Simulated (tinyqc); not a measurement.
Two-diode model of a solar cell: one step of the calculation.

J is the current delivered and Vj = V + J Rs the junction voltage. J = X JL - J01 (exp(Vj/(n1 Vt)) - 1) - J02 (exp(Vj/(2 Vt)) - 1) - Vj/Rp. The photocurrent does not depend on voltage.

Problem. Figures of merit. Jsc at V = 0, Voc at J = 0, the maximum power point where J (1 + 2 Rs G) = G Vj with G = -dJ/dVj; FF = Vmp Jmp/(Voc Jsc); efficiency Vmp Jmp/(X Pin). Empirical fill factor without parasitics FF0 = (v - ln(v + 0.72))/(v + 1), v = Voc/(n1 Vt).

Parameters, values chosen for the exercise; values of the order met in cells of gallium arsenide: temperature T = 323 K; photocurrent at one sun JL = 27.1 mA/cm^2; concentration X = 10 suns; saturation current of the first diode J01 = 1.6e-17 A/cm^2; ideality factor of the first diode n1 = 1; series resistance Rs = 0 ohm cm^2; shunt resistance Rp = 100 ohm cm^2; incident power at one sun Pin = 100 mW/cm^2; saturation current of the second diode (ideality 2) J02 = 2.7e-10 A/cm^2.

Constants: q = 1.602176634e-19 C, kB = 1.380649e-23 J/K, Vt = kB T/q. Results are converted to the units shown.

Find: Jsc; Voc; Vmp; Jmp; FF; efficiency; FF0.

Solution.

Jsc = 271.0 mA/cm^2
Voc = 1.035 V
Vmp = 0.9285 V
Jmp = 252.1 mA/cm^2
FF = 0.8341
efficiency = 23.40 %
FF0 = 0.8786

FF is 5.1 % below FF0. Removing one loss at a time changes the efficiency by: shunt +0.86, second diode +0.49 points.

Program tinyqc, `OMP_NUM_THREADS=1 python tinyqc.py 2280023 2280024 out.jsonl`; Intel Xeon 2.30GHz, shared host, one thread, about 0.01 s.
